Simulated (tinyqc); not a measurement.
Deformation potentials from a strained empirical pseudopotential, step by step. Values are carried at full precision from step to step, so a last printed digit may differ when a step is redone from the rounded ones.

Diamond lattice, no spin-orbit coupling. Atomic form factor V(q) = a1 (q^2 - a2)/(a3 exp(a4 q^2) - 1) in rydberg with q in 1/bohr, for the unstrained cell. Under a strain e the reciprocal vectors and k go over into (1 + e)^(-1) G, the atoms sit at +/- tau with tau = (1 + e) a (1,1,1)/8 - zeta a (eyz, ezx, exy)/4, and H(G,G') = c |k + G|^2 delta + (V(q)/det(1 + e)) cos(q.tau), q = G - G', with the term q = 0 left out; c = hbar^2/2m0. The basis is fixed before straining: all G with |k + G|^2 up to 16 (2 pi/a)^2. k is given in units of 2 pi/a of the unstrained cell.

Constants: a0 (Bohr radius) = 0.5291772105 angstrom; hbar^2/2m0 = 3.80998211 eV angstrom^2; Ry = 13.60569312 eV.

Values chosen for the exercise (near those of Si; not measured data):
- a = 5.431 angstrom (lattice constant)
- A = (0.542, 2.207, 2.06, 0.489) (a1 (Ry bohr^2), a2 (1/bohr^2), a3, a4 (bohr^2))
- h = 0.002 (size of the test strain)
- kD = 0.82 2 pi/a (position of the Delta minimum)
- zeta = 0.48 (internal-strain parameter)

## Form factors, unstrained and under a volume change

q^2 = n (2 pi/a)^2 a0^2 for the shells n = 3, 8, 11; for e = h 1, q^2 is divided by (1 + h)^2 and V by (1 + h)^3. Last column: the change divided by the relative change of volume, (1 + h)^3 - 1.

Form factors:
```
n   q^2 (1/bohr^2)    V (Ry)  V expanded (Ry)  dV/(dVol/Vol) (Ry)
3          1.12441  -0.22832         -0.22859             -0.0451
8          2.99842   0.05412          0.05334             -0.1308
11         4.12283   0.07177          0.07134             -0.0716
```

## Gaps under a volume change

e = -h 1, 0, +h 1; gaps from the valence top to the s-like level at Gamma (level 8), and to level 5 at (kD,0,0) and (1/2,1/2,1/2).

Gaps (eV):
```
gap             e = -h    e = 0   e = +h
Gamma, s-like  4.08199  4.02865  3.97534
Delta          1.19597  1.21186  1.22738
L              2.04295  2.03137  2.01964
```

## Hydrostatic deformation potentials

a = [E(+h) - E(-h)]/(3 ln((1 + h)/(1 - h))).

a of the gaps to Gamma, Delta, L (eV): [-8.89, 2.62, -1.94]

Compression opens the Gamma gap, opens the L gap and closes the Delta gap. Only differences are defined here: the absolute shifts depend on the mean potential, which this model leaves out.

## Tetragonal strain

e = diag(-h/2, -h/2, h). Level 5 at (kD,0,0) and (0,0,kD), and levels 2 to 4 at Gamma, all from the mean of the three valence levels.

Delta x, Delta z (eV): [1.20389, 1.22778]

valence levels (eV): [-0.01992, 0.00996, 0.00996]

## Xu of the Delta valleys and b

For e = diag(-h/2, -h/2, h): E(Delta z) - E(Delta x) = Xu (ezz - exx), and without spin-orbit coupling E(Z) - E(X, Y) = 3 b (ezz - exx); Z is the single level, X and Y the pair.

Xu = 7.96 eV
b = -3.32 eV

Stretching along z raises the valleys on the z axis and lowers the Z valence state. One-sided differences carry an error of order h. A local potential fitted to band energies alone fixes these slopes only roughly; b tends to come out too large and Xu of L too small.

## Trigonal strain

exy = eyz = ezx = h, with the internal displacement. Level 5 at (1/2,1/2,1/2) and (1/2,-1/2,-1/2), and levels 2 to 4 at Gamma, from the mean of the three valence levels.

L [111], L [1-1-1] (eV): [2.07816, 2.01570]

valence levels (eV): [-0.02492, 0.01246, 0.01246]

## Xu of the L valleys and d

For the tensor strain exy = eyz = ezx = h: E(L [111]) - E(L [1-1-1]) = (8/3) Xu h, and E(single valence level) - E(pair) = 3 sqrt(3) d h. Find Xu and d.

Xu (L) = 11.71 eV
d = -3.60 eV

## Checks

- Level 5 at (kD,0,0) and (0,kD,0) under the tetragonal strain (eV): both 11.3106.

Run: tinyqc, `OMP_NUM_THREADS=1 python tinyqc.py 1881015 1881016 out.jsonl`; Intel(R) Xeon(R) Processor @ 2.30GHz, one thread, shared host; about 0.2 s of CPU time with all checks.
